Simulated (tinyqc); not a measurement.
Exchange-split free-electron bands and tunnelling magnetoresistance, step by step. Values are carried at full precision from step to step, so a last printed digit may differ when a step is redone from the rounded ones.

Majority and minority bands E = c k^2/m -/+ Dx/2, c = hbar^2/2m0, so k_up = sqrt(m (EF + Dx/2)/c), k_dn = sqrt(m (EF - Dx/2)/c); n_s = k_s^3/(6 pi^2), D_s = m k_s/(4 pi^2 c).

Constants: hbar^2/2m0 = 3.80998211 eV angstrom^2.

Parameters, chosen for this exercise: EF = 3.87 eV (Fermi energy above the mean band bottom); Dx = 1.79 eV (exchange splitting); m = 1.25 m0 (mass in the electrodes); mb = 0.82 m0 (mass in the barrier); phi = 2.7 eV (barrier height above EF); d = 9.9 angstrom (barrier thickness).

## The two Fermi spheres

Give k_s, n_s, D_s, the moment per electron (n_up - n_dn)/n and three polarisations: of D, of D v and of D v^2 (v proportional to k).

k_up, k_dn (1/angstrom): 1.2503  0.9880

n_up, n_dn (1/angstrom^3): 0.03301  0.01628

D_up, D_dn (1/(eV angstrom^3)): 0.01039  0.00821

moment per electron = 0.3393 muB

polarisations: D 0.1172, D v 0.2313, D v^2 0.3393

The three numbers differ although they describe one band structure: each probe (density of states, ballistic current, diffusive current) weights the velocity differently.

## Transmissions

Barrier: kappa = sqrt(mb phi/c), c = hbar^2/2m0. With a = k1/m, b = k2/m, w = kappa/mb, the transmission at normal incidence is T(k1, k2) = 4 a b w^2/[w^2 (a + b)^2 + (w^2 + a^2)(w^2 + b^2) sinh^2(kappa d)]. Parallel: G_P = T(up, up) + T(dn, dn); antiparallel: G_AP = 2 T(up, dn); TMR = (G_P - G_AP)/G_AP. Julliere: TMR = 2 P^2/(1 - P^2). Slonczewski factor: P_eff = P_k (w^2 - a_up a_dn)/(w^2 + a_up a_dn), P_k = (k_up - k_dn)/(k_up + k_dn).

Evaluate kappa and the three T.

kappa = 0.7623 1/angstrom
kappa d = 7.547

T: up-up 1.108e-06, dn-dn 1.085e-06, up-dn 1.097e-06

The majority channel transmits more, by a factor 1.02; the common factor exp(-2 kappa d) is 2.79e-07.

## Magnetoresistance

From the T, and from the Julliere formula with P_k and with P_eff.

TMR from T = 0.01 %
P_k = 0.1172
P_eff = 0.0052
Julliere with P_k = 2.79 %
Julliere with P_eff = 0.01 %

The interface factor is +0.045. The plain Julliere value lies 2.8 points above the result and the one with P_eff 0.00 points from it. Symmetry filtering in crystalline barriers, which gives far larger values, is outside this model.

## Checks

- TMR of a thick barrier against the Julliere formula with P_eff: both 5.444e-05.

tinyqc: `OMP_NUM_THREADS=1 python tinyqc.py 1652405 1652406 out.jsonl`; about 0.01 s, one thread, shared Intel(R) Xeon(R) Processor @ 2.30GHz.
